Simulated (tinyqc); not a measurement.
Inside a calculation. Method: plane-wave Kohn-Sham cycle with exchange-only LDA in a layered model solid. One step of it, computed by the program tinyqc.

Problem. Iteration 2: Hamiltonian at one k. H(m,m') = (k + G_m)^2/2 delta + V(G_m - G_m'), with V(-G) = V(G).

A solid whose potential varies along x alone (atomic units):
```
parameter                      value
period a                   18.000000
cross-section of the cell   9.000000
electrons per cell                 4
grid points                       16
plane waves -n..n, n               2
k points                           3
V1 in V1 cos(2 pi x/a)     -0.390000
V2 in V2 cos(4 pi x/a)     -0.100000
```

V(G_m), m = 0, 1, 2, ... (hartree): -0.284093  0.290084  -0.033528  -0.006818  -0.001551

k = 0.000000 2 pi / a

Give: H.

Solution.

H (hartree), lower triangle:
```
        -2      -1      +0      +1      +2
-2  -0.040
-1   0.290  -0.223
+0  -0.034   0.290  -0.284
+1  -0.007  -0.034   0.290  -0.223
+2  -0.002  -0.007  -0.034   0.290  -0.040
```
